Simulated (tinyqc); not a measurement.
Sweeping the field: donor near an oxide interface in a gate field (two-state model).

Interface at z = 0 (hard wall), donor at z = d, field F pulling electrons to the interface: potential e F z; 1 kV/cm = 1e-5 eV/angstrom, c = hbar^2/2m0, q = e^2/(4 pi eps0), Q = (eps - eo)/(eps + eo). Donor state: E_D = e F d - ED - q Q/(4 eps d), the last term joining the images of ion and electron. Interface state: z exp(-b z/2) exp(-rho^2/(2 L^2)) with E_z = c b^2/(4 mz) + 3 e F/b + q Q b/(8 eps), minimised over b; in the plane at z = 3/b the ion (distance D = d - 3/b) and its image (D' = d + 3/b) give E_rho = c/(mt L^2) - (q/eps)(sqrt(pi)/L)[erfcx(D/L) + Q erfcx(D'/L)], erfcx(x) = exp(x^2) erfc(x), minimised over L. E_I = E_z + E_rho.

The two states couple by t = t0 exp(-D/aD) with t0 = q/(eps aD) (2 aD/L) sqrt(aD b/2) v, v a valley factor; this form is an estimate. With detuning u = E_D - E_I the splitting is sqrt(u^2 + 4 t^2) and the lower state has weight (1 - u/sqrt(u^2 + 4 t^2))/2 on the donor.

Constants: hbar^2/2m0 = 3.80998211 eV angstrom^2; e^2/(4 pi eps0) = 14.39964547 eV angstrom.

Values chosen for the exercise (near those of a donor in Si below SiO2, static dielectric constants; shifted at random, so the results belong to these values and not to a real crystal):
- d = 150 angstrom (depth of the donor)
- ED = 52.8 meV (bulk binding energy)
- mz = 0.907 m0 (mass across the interface)
- mt = 0.192 m0 (mass in the plane)
- eps = 11.6 (dielectric constant of the semiconductor)
- eo = 3.9 (dielectric constant of the oxide)
- aD = 17.5 angstrom (donor radius)
- v = 0.47 (valley factor)
- Fl = (50.459, 50.594, 50.648, 50.675, 50.702, 50.756, 50.89) kV/cm (fields)

Both levels, the splitting, the donor weight and the mean depth w d + (1 - w) 3/b.

Results:

| F (kV/cm) | E_D (meV) | E_I (meV) | splitting (meV) | donor weight | mean depth (angstrom) |
|---|---|---|---|---|---|
| 50.459 | 21.861 | 22.100 | 0.241 | 0.996 | 149.6 |
| 50.594 | 22.063 | 22.153 | 0.0945 | 0.974 | 147.1 |
| 50.648 | 22.144 | 22.174 | 0.0423 | 0.850 | 133.2 |
| 50.675 | 22.185 | 22.184 | 0.0302 | 0.493 | 93.2 |
| 50.702 | 22.225 | 22.195 | 0.0428 | 0.145 | 54.2 |
| 50.756 | 22.306 | 22.216 | 0.0952 | 0.026 | 40.8 |
| 50.890 | 22.507 | 22.268 | 0.241 | 0.004 | 38.3 |

E_D rises by 1.50 and E_I by 0.39 meV per kV/cm, so they cross once, near 50.7 kV/cm, where the splitting is 2t = 0.0302 meV. The donor weight passes from 0.85 to 0.15 while the detuning goes from -2t to 2t, a window of 0.054 kV/cm or 0.11 % of the field; across the table the charge moves by 111 angstrom.

Run: tinyqc, `OMP_NUM_THREADS=1 python tinyqc.py 1281654 1281655 out.jsonl`; Intel(R) Xeon(R) Processor @ 2.30GHz, one thread, shared host; about 0.04 s of CPU time with all checks.
